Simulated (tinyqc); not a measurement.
Competing polymorphs of an oxide film: bulk, surface, grain-boundary, dopant and field terms: one step, computed by the program tinyqc.

Phases: monoclinic m (reference), polar orthorhombic o, tetragonal t. Free energies per formula unit (f.u.); 1 J/m^2 x angstrom^3/nm = 6.241509 meV.

Problem. Crossing points. With G = b + gamma Omega A (b the bulk free energy per formula unit, A the area per volume), two phases i, j cross at A_ij = (b_j - b_i)/(Omega (gamma_i - gamma_j)); o has a window only if A_mo < A_ot.

Inputs (values chosen for the exercise, for a model oxide):
```
quantity                       value        unit
surface energy of m             3.36       J/m^2
surface energy of o             2.79       J/m^2
surface energy of t              2.6       J/m^2
volume per formula unit Omega   33.3  angstrom^3
temperature T                   1100           K
```

b (meV/f.u.): m 0.000, o 71.398, t 26.000

Give: A_mo; A_ot; A_mt.

Solution.

A_mo = 0.60267 1/nm

A_ot = -1.1496 1/nm

A_mt = 0.16460 1/nm

o has no window: the sequence goes from m to t at A = 0.165 1/nm.
